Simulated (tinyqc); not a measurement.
Six-transistor SRAM cell, nodal equations and margins: one step of the calculation.

Two cross-coupled inverters (pull-down bn, pull-up bp) hold the nodes Q and QB; access transistors (ba, threshold VTn, gate on the word line at Vdd when selected) join them to the bit lines. Transistor (EKV form, voltages against the body): I = 2 n b Vt^2 [F(vp - Vs) - F(vp - Vd)] from drain to source, F(v) = ln^2(1 + exp(v/(2 Vt))), vp = (Vg - VT + sg |Vd - Vs|)/n. n-channel bodies are at 0; for the p-channel device all voltages are counted down from Vdd. b in uA/V^2 gives I in uA. For an access transistor the bit line is the drain and the node the source. In a read both bit lines are at Vdd. The cell is symmetric (no mismatch).

Question. Node voltages in a read by Newton steps. F1 = In(gate QB, drain Q) - Ip(gate QB, drain Q) - Ia(bit line, Q), F2 the same with Q and QB exchanged; J by central differences with +/- 1e-6 V; solve J d = -F, limit each component to +/- 0.15 V and add.

Parameters, values chosen for the exercise: temperature T = 400 K; supply voltage Vdd = 1 V; slope factor n = 1.1; drain-induced barrier lowering sg = 0.1; n-channel threshold VTn = 0.42 V; p-channel threshold (magnitude) VTp = 0.41 V; gain factor of the pull-down transistor bn = 620 uA/V^2; gain factor of the access transistor ba = 310 uA/V^2; gain factor of the pull-up transistor bp = 160 uA/V^2.

Constants: q = 1.602176634e-19 C, kB = 1.380649e-23 J/K, Vt = kB T/q. Results are converted to the units shown.

(Q, QB) at the start (V): Q 0.0000000, QB 1.0000000

Give: F1, F2; J; (Q, QB) after iteration 1.

Answer.

F1, F2 (uA): -65.158  0.000

J (uS):
```
         Q     QB
F1  589.39   0.00
F2    0.01  94.37
```

(Q, QB) after iteration 1 (V): Q 0.11055, QB 0.99999

Program tinyqc, `OMP_NUM_THREADS=1 python tinyqc.py 2340152 2340153 out.jsonl`; Intel Xeon 2.30GHz, shared host, one thread, about 0.2 s.
